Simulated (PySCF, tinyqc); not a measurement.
Inside a calculation. Method: coupled-perturbed Hartree-Fock on RHF in the sto-3g basis, for H4, spin multiplicity 1. The lowest restricted solution is unstable here: a spin-polarised one lies 0.0177 hartree lower (PySCF). Computed by tinyqc, a small Python program that keeps every step (integrals from PySCF). Settings: charge = 0, multiplicity = 1, basis = sto-3g, method = RHF, energy threshold = 1e-10, iteration cap = 57, orthogonalisation = symmetric, start = core, DIIS depth = 6. Command: `OMP_NUM_THREADS=1 python tinyqc.py 24878 24879 out.jsonl` (the two numbers bound the seeds that draw the settings). One thread of a shared host (Intel(R) Xeon(R) Processor @ 2.60GHz), about 0.2 s of CPU time with the checks. The early iterations of the SCF are left out here.

## One-electron integrals

Geometry (angstrom):
```
atom,x,y,z
H,0.00000,0.00000,0.00000
H,0.00000,0.00000,1.25600
H,0.00000,0.00000,2.79900
H,0.00000,0.00000,4.05400
```

Basis sto-3g: exponents (1/bohr^2) and contraction coefficients of normalised primitives:
```
element,l (shell),exponent,coefficient
H,s (1),3.42525,0.15433
H,s (1),0.62391,0.53533
H,s (1),0.16886,0.44463
```

Overlap, kinetic and nuclear-attraction integrals over the contracted functions; the nuclear repulsion is the sum of Za Zb / Rab.

nuclear repulsion = 1.6946465 hartree

overlap S:
```
,1H 1s,2H 1s,3H 1s,4H 1s
1H 1s,1.00000,0.35960,0.02766,0.00154
2H 1s,0.35960,1.00000,0.24136,0.02772
3H 1s,0.02766,0.24136,1.00000,0.36008
4H 1s,0.00154,0.02772,0.36008,1.00000
```

kinetic energy T (hartree):
```
,1H 1s,2H 1s,3H 1s,4H 1s
1H 1s,0.76003,0.04144,-0.00838,-0.00106
2H 1s,0.04144,0.76003,0.00624,-0.00838
3H 1s,-0.00838,0.00624,0.76003,0.04163
4H 1s,-0.00106,-0.00838,0.04163,0.76003
```

nuclear attraction V (hartree):
```
,1H 1s,2H 1s,3H 1s,4H 1s
1H 1s,-1.96283,-0.65819,-0.04653,-0.00248
2H 1s,-0.65819,-2.17417,-0.43789,-0.04663
3H 1s,-0.04653,-0.43789,-2.17441,-0.65929
4H 1s,-0.00248,-0.04663,-0.65929,-1.96321
```

core Hamiltonian H = T + V (hartree):
```
,1H 1s,2H 1s,3H 1s,4H 1s
1H 1s,-1.20280,-0.61675,-0.05490,-0.00354
2H 1s,-0.61675,-1.41413,-0.43165,-0.05501
3H 1s,-0.05490,-0.43165,-1.41438,-0.61766
4H 1s,-0.00354,-0.05501,-0.61766,-1.20318
```

## Two-electron integrals

Functions are numbered as in S; the eight-fold symmetry (ij|kl) = (ji|kl) = (kl|ij) leaves the list below.

Two-electron integrals (ij|kl) in chemists' order, unique and non-zero (hartree):
```
i,j,k,l,(ij|kl)
1,1,1,1,0.77461
2,1,1,1,0.20714
2,1,2,1,0.07770
2,2,1,1,0.40282
2,2,2,1,0.20714
2,2,2,2,0.77461
3,1,1,1,0.01048
3,1,2,1,0.00463
3,1,2,2,0.01516
3,1,3,1,0.00036
3,2,1,1,0.06435
3,2,2,1,0.03248
3,2,2,2,0.12785
3,2,3,1,0.00316
3,2,3,2,0.03276
3,3,1,1,0.18903
3,3,2,1,0.08881
3,3,2,2,0.33708
3,3,3,1,0.01048
3,3,3,2,0.12785
3,3,3,3,0.77461
4,1,1,1,0.00041
4,1,2,1,0.00020
4,1,2,2,0.00073
4,1,3,1,1.84e-05
4,1,3,2,0.00018
4,1,3,3,0.00073
4,1,4,1,1.07e-06
4,2,1,1,0.00571
4,2,2,1,0.00275
4,2,2,2,0.01051
4,2,3,1,0.00029
4,2,3,2,0.00316
4,2,3,3,0.01519
4,2,4,1,1.85e-05
4,2,4,2,0.00036
4,3,1,1,0.05598
4,3,2,1,0.02498
4,3,2,2,0.08895
4,3,3,1,0.00275
4,3,3,2,0.03253
4,3,3,3,0.20748
4,3,4,1,0.00020
4,3,4,2,0.00464
4,3,4,3,0.07792
4,4,1,1,0.13053
4,4,2,1,0.05591
4,4,2,2,0.18910
4,4,3,1,0.00570
4,4,3,2,0.06438
4,4,3,3,0.40308
4,4,4,1,0.00041
4,4,4,2,0.01051
4,4,4,3,0.20748
4,4,4,4,0.77461
```

## Orthogonalisation

S = U s U^T; symmetric (Loewdin) form X = U s^(-1/2) U^T, so that X^T S X = 1.

eigenvalues of S: 0.52541  0.71580  1.23168  1.52711

X:
```
,1H 1s,2H 1s,3H 1s,4H 1s
1H 1s,1.05480,-0.20139,0.02349,-0.00420
2H 1s,-0.20139,1.08095,-0.14053,0.02351
3H 1s,0.02349,-0.14053,1.08112,-0.20171
4H 1s,-0.00420,0.02351,-0.20171,1.05496
```

## Iteration 7 (converged): orbitals

converged F (hartree):
```
,1H 1s,2H 1s,3H 1s,4H 1s
1H 1s,-0.17958,-0.37957,-0.04723,0.01082
2H 1s,-0.37957,-0.20519,-0.18680,-0.04730
3H 1s,-0.04723,-0.18680,-0.20539,-0.37992
4H 1s,0.01082,-0.04730,-0.37992,-0.17978
```

Diagonalise F' = X^T F X, C = X C', fill 2 alpha and 2 beta electrons from the bottom; D = 2 C_occ C_occ^T. Each column has its largest component positive (the first on a tie).

F' = X^T F X (hartree):
```
,1,2,3,4
1,-0.04765,-0.36719,0.02911,0.00852
2,-0.36719,-0.03186,-0.17737,0.02914
3,0.02911,-0.17737,-0.03175,-0.36755
4,0.00852,0.02914,-0.36755,-0.04755
```

orbital energies (hartree): MO1 -0.47290, MO2 -0.36439, MO3 0.22464, MO4 0.45384

coefficients C:
```
,MO1,MO2,MO3,MO4
1H 1s,0.35701,0.49398,0.66380,0.58449
2H 1s,0.44660,0.40513,-0.50887,-0.77897
3H 1s,0.44749,-0.40399,-0.50754,0.78022
4H 1s,0.35807,-0.49308,0.66282,-0.58610
```

D after iteration 7:
```
,1H 1s,2H 1s,3H 1s,4H 1s
1H 1s,0.74294,0.71913,-0.07961,-0.23147
2H 1s,0.71913,0.72716,0.07236,-0.07970
3H 1s,-0.07961,0.07236,0.72691,0.71887
4H 1s,-0.23147,-0.07970,0.71887,0.74269
```

## Convergence

Stop when the energy changes by less than 1e-10 hartree and every element of the error matrix X^T (F D S - S D F) X is below 3e-06.

Course of the cycle:
```
iteration,E (hartree),change,largest element of the error matrix
1,-1.7573057,-,4.02e-01
2,-1.9667608,-2.09e-01,7.81e-02
3,-1.9736586,-6.90e-03,1.81e-03
4,-1.9736616,-3.08e-06,1.35e-03
5,-1.9736653,-3.70e-06,3.87e-05
6,-1.9736653,-3.00e-09,3.62e-06
7,-1.9736653,-2.47e-11,8.86e-07
```

PySCF RHF in the same basis = -1.9736653 hartree

Converged in 7 iterations.

## Integrals over molecular orbitals

(pq|rs) = sum C_ip C_jq C_kr C_ls (ij|kl), one index at a time.

one-electron integrals over orbitals h = C^T H C (hartree):
```
,1,2,3,4
1,-1.47603,0.00006,0.11209,-0.00023
2,0.00006,-1.35499,0.00028,0.09326
3,0.11209,0.00028,-1.10885,0.00005
4,-0.00023,0.09326,0.00005,-0.98998
```

Two-electron integrals over orbitals (pq|rs), unique and non-zero (hartree):
```
p,q,r,s,(pq|rs)
1,1,1,1,0.40875
2,1,1,1,-0.00044
2,1,2,1,0.18118
2,2,1,1,0.38778
2,2,2,1,0.00038
2,2,2,2,0.39622
3,1,1,1,-0.05156
3,1,2,1,-0.00017
3,1,2,2,0.00477
3,1,3,1,0.11317
3,2,1,1,-0.00030
3,2,2,1,0.07008
3,2,2,2,0.00016
3,2,3,1,0.00021
3,2,3,2,0.11797
3,3,1,1,0.38961
3,3,2,1,0.00033
3,3,2,2,0.39270
3,3,3,1,-0.00061
3,3,3,2,0.00014
3,3,3,3,0.40628
4,1,1,1,0.00018
4,1,2,1,-0.02454
4,1,2,2,-0.00005
4,1,3,1,-0.00023
4,1,3,2,0.08384
4,1,3,3,-3.82e-05
4,1,4,1,0.09960
4,2,1,1,-0.05696
4,2,2,1,-0.00015
4,2,2,2,-0.00388
4,2,3,1,0.11177
4,2,3,2,0.00025
4,2,3,3,-0.00111
4,2,4,1,-0.00020
4,2,4,2,0.11604
4,3,1,1,-0.00042
4,3,2,1,0.17963
4,3,2,2,0.00040
4,3,3,1,-0.00016
4,3,3,2,0.07292
4,3,3,3,0.00036
4,3,4,1,-0.02301
4,3,4,2,-0.00016
4,3,4,3,0.19079
4,4,1,1,0.42508
4,4,2,1,-0.00037
4,4,2,2,0.40466
4,4,3,1,-0.05494
4,4,3,2,-0.00030
4,4,3,3,0.41447
4,4,4,1,0.00017
4,4,4,2,-0.06131
4,4,4,3,-0.00038
4,4,4,4,0.45810
```

## Response to a field: uncoupled start

dipole integrals <a|z|i> (bohr):
```
,i1,i2
a3,0.00125,-1.90769
a4,-0.58996,0.00089
```

Field along z; U_ai = -mu_ai / (e_a - e_i), alpha = -4 sum U_ai mu_ai.

uncoupled U:
```
,i1,i2
a3,-0.00180,3.23867
a4,0.63660,-0.00109
```

uncoupled polarisability = 26.21588 bohr^3

## Coupled step 1

U_ai = -(mu_ai + sum_bj [4 (ai|bj) - (ab|ij) - (aj|bi)] U_bj) / (e_a - e_i); alpha = -4 sum U_ai mu_ai.

U after step 1:
```
,i1,i2
a3,-0.00278,3.40445
a4,0.56967,-0.00189
```

polarisability = 27.32293 bohr^3

## Coupled step 2

As before.

U after step 2:
```
,i1,i2
a3,-0.00273,3.42036
a4,0.55269,-0.00182
```

polarisability = 27.40429 bohr^3

## Coupled polarisability

Repeat until U stops changing; compare with -d2E/dF2.

Course of the coupled iterations:
```
step,alpha (bohr^3)
0,26.21588
1,27.32293
2,27.40429
3,27.41472
4,27.41639
5,27.41667
6,27.41672
7,27.41673
8,27.41673
9,27.41673
10,27.41673
11,27.41673
```

coupled polarisability = 27.41673 bohr^3

finite-field check, fields of +/-0.001 au = 27.41717 bohr^3
